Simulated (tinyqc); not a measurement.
Band-to-band tunnelling across a p-n junction in a two-band chain: one step. Hopping, field and tunnelling length. Three cases, with inputs chosen for the exercise.

Problem. Form t, V0, E, the field F = V0/((2N + 1) a/2) (1 V/angstrom = 100 MV/cm) and the length Eg/F over which E lies in the gap.

Sites alternate A at -Eg/2 and C at +Eg/2 with hopping -t; near the edges, with k counted from the zone boundary pi/a, E^2 = (Eg/2)^2 + (t a k)^2, so t = sqrt(c Eg/m)/a gives the mass m, c = hbar^2/2m0. In the gap cosh(q a) = 1 + (Eg^2/4 - e^2)/(2 t^2), e the energy from the local mid-gap. The potential is V0 = Eg + ov on the p side (left), 0 on the n side, and falls linearly over the 2N sites of the junction, V_j = V0 (1 - j/(2N + 1)), j = 1 to 2N, site 1 being A. E = Eg/2 + x ov. A half chain that ends on a site of level e1 with neighbour e2 has g = (1 + z)/(E - e1), z = exp(-/+ i k a) the root with Im g < 0, cos(k a) = (E - e1)(E - e2)/(2 t^2) - 1. S_L = t^2 g (ending on C, shifted by V0), S_R = t^2 g (starting on A). T = 4 Im(S_L) Im(S_R) |G_(1,2N)|^2.

Constants: hbar^2/2m0 = 3.80998211 eV angstrom^2.

Case 1.

Values chosen (gap and mass near those of InGaAs; not measured data):
- Eg = 0.719 eV (gap)
- m = 0.045 m0 (mass of electron and light hole)
- a = 4 angstrom (period (two sites))
- ov = 0.49 eV (overlap: top of the valence band on the p side above the conduction edge on the n side)
- N = 4 (periods in the small junction)
- x = 0.74 (energy above the n-side conduction edge, as a share of ov)

Case 2.

Values chosen (gap and mass near those of GaSb; not measured data):
- Eg = 0.76 eV (gap)
- m = 0.0399 m0 (mass of electron and light hole)
- a = 4 angstrom (period (two sites))
- ov = 0.49 eV (overlap: top of the valence band on the p side above the conduction edge on the n side)
- N = 4 (periods in the small junction)
- x = 0.79 (energy above the n-side conduction edge, as a share of ov)

Case 3.

Values chosen (gap and mass near those of InGaAs; not measured data):
- Eg = 0.782 eV (gap)
- m = 0.0454 m0 (mass of electron and light hole)
- a = 6 angstrom (period (two sites))
- ov = 0.13 eV (overlap: top of the valence band on the p side above the conduction edge on the n side)
- N = 3 (periods in the small junction)
- x = 0.51 (energy above the n-side conduction edge, as a share of ov)

Give: t; V0; E; F; tunnelling length.

Solution.

Case 1.

t = 1.9506 eV
V0 = 1.2090 eV
E = 0.7221 eV
F = 6.717 MV/cm
tunnelling length = 10.70 angstrom

Case 2.

t = 2.1297 eV
V0 = 1.2500 eV
E = 0.7671 eV
F = 6.944 MV/cm
tunnelling length = 10.94 angstrom

Case 3.

t = 1.3502 eV
V0 = 0.9120 eV
E = 0.4573 eV
F = 4.343 MV/cm
tunnelling length = 18.01 angstrom

So short a junction keeps the matrix small; its field is above the 1 to 3 MV/cm of tunnel diodes.

Computed by tinyqc, one run a case: `OMP_NUM_THREADS=1 python tinyqc.py N N+1 out.jsonl` with N = 1451785, 1451786, 1451998; one thread of a shared Intel(R) Xeon(R) Processor @ 2.30GHz, about 0.01 s a run at most.
